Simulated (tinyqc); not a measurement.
Oxide trap near a transistor channel: two-state multiphonon kinetics, telegraph noise and bias instability. Changing the temperature T. Computed by tinyqc, a small Python program. Command: `OMP_NUM_THREADS=1 python tinyqc.py 3014435 3014436 out.jsonl oxidetrap sweep`. One thread of a shared host (Intel(R) Xeon(R) Processor @ 2.30GHz), about 0.01 s of CPU time with the checks.

An n-channel device under positive gate bias. The trap is empty (state 1) or holds an electron (state 2); both states are parabolas of equal curvature, and the electron reservoir is taken at the Fermi level of the channel.

Inputs (values chosen for the exercise, with an insulator like Al2O3 on silicon): insulator constant eps_ox = 9.1; insulator thickness t_ox = 3.5 nm; trap depth x from the interface = 0.66 nm; tunnel barrier phi_b = 2.14 eV; tunnelling mass m_ox = 0.34 m_0; trap level above E_F at zero field E_t = 0.2 eV; relaxation energy E_R = 2.2 eV; oxide field F = 1.9 MV/cm; attempt rate k_0 at the interface = 8e+11 1/s; channel width W = 39 nm; channel length L = 42 nm; frequency f = 400 Hz.

Parts treated: one trap and an ensemble.

Constants: hbar^2/(2 m_0) = 3.80998212 eV angstrom^2; k_B = 8.617333262e-05 eV/K; e = 1.602176634e-19 C; eps_0 = 8.8541878128e-12 F/m.

Method:
- kappa = sqrt(2 m_ox phi_b)/hbar = sqrt(m_ox phi_b/(hbar^2/2m_0)); attenuation length lambda = 1/(2 kappa); factor exp(-x/lambda) for a rectangular barrier.
- E_21 = E_t - e F x is the energy of state 2 over state 1; barriers E_c = (E_R + E_21)^2/(4 E_R), E_e = E_c - E_21; tau_c = exp(E_c/k_B T)/(k_0 P), tau_e = exp(E_e/k_B T)/(k_0 P), P the tunnelling factor; occupation f_2 = tau_e/(tau_c + tau_e); 1/tau_0 = 1/tau_c + 1/tau_e.
- Charge-sheet step dV = e (t_ox - x)/(eps_ox eps_0 W L); Lorentzian spectrum S(f) = 4 dV^2 tau_0^2/((tau_c + tau_e)(1 + (2 pi f tau_0)^2)); corner 1/(2 pi tau_0); variance dV^2 f_2 (1 - f_2) = dV^2 tau_0/(tau_c + tau_e).

One run for each value:
```
temperature T (K)  capture time tau_c (s)  emission time tau_e (s)  corner frequency (Hz)  occupation f_2
200                             2.614e+05                3.448e+03              4.677e-05          0.0130
240                             8.875e+02                2.408e+01              6.789e-03          0.0264
280                             1.529e+01                6.945e-01              2.396e-01          0.0434
320                             7.272e-01                4.861e-02              3.493e+00          0.0627
360                             6.805e-02                6.144e-03              2.824e+01          0.0828
400                             1.023e-02                1.174e-03              1.511e+02          0.1030
440                             2.169e-03                3.033e-04              5.981e+02          0.1227
480                             5.958e-04                9.814e-05              1.889e+03          0.1414
```

Describe and explain the trends.

Over the rows, capture time tau_c (s) falls from 261000 to 5.96e-4 (exponent d ln y / d ln x -31 between the first rows and -15 between the last); emission time tau_e (s) falls from 3450 to 9.81e-5 (exponent d ln y / d ln x -27 between the first rows and -13 between the last); corner frequency (Hz) rises from 4.68e-5 to 1890 (exponent d ln y / d ln x 27 between the first rows and 13 between the last). Arrhenius slopes give 0.588 eV for capture and 0.513 eV for emission; elastic tunnelling alone would leave only their difference E_21.

Caution (rows 200, 240): at this temperature nuclear tunnelling through such barriers shortens the times below these classical values.
